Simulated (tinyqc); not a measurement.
Atomic layer deposition: Langmuir saturation, growth per cycle and coating of deep features: one step, computed by the program tinyqc. Command: `OMP_NUM_THREADS=1 python tinyqc.py 3006456 3006457 out.jsonl ald walk`. One thread of a shared host (Intel(R) Xeon(R) Processor @ 2.30GHz), about 0.01 s of CPU time with the checks.

Precursor A sticks only on free sites, so a long enough pulse saturates; co-reactant B then frees the sites again.

Question. Steady growth per cycle. One cycle from coverage th0: pulse A gives th1 = th_s + (th0 - th_s) exp(-(k_a + k_d) t), th_s = k_a/(k_a + k_d); the purge leaves th2 = th1 exp(-k_d t_p); pulse B converts c_B th2 into film and leaves th3 = (1 - c_B) th2. Growth = G c_B th2. The periodic state has th0 = th3: th0 = (1 - c_B) e_p th_s (1 - e_a)/(1 - (1 - c_B) e_p e_a), with e_a = exp(-(k_a + k_d) t), e_p = exp(-k_d t_p). Share of impinging molecules used = q (th1 - th0)/(F t).

Inputs (values chosen for the exercise, modelled on titanium nitride from the chloride and ammonia):
```
quantity,value,unit
site density q,2,1/nm^2
growth per cycle at saturation G,0.37,angstrom
temperature T,225,C
pulse time t,0.47,s
co-reactant completion per pulse c_B,0.999,-
purge time t_p,2.6,s
```

k_a = 7.849093 1/s

k_d = 1.007994e-04 1/s

flux F = 4025.176 1/(nm^2 s)

Give: coverage after pulse A; growth per cycle; share of impinging molecules used.

Answer.

coverage after pulse A = 0.9750

growth per cycle = 0.3603 angstrom

share of impinging molecules used = 0.001030

The pulse is 3.69 filling times long: not fully saturated, so thickness still depends somewhat on the local dose.
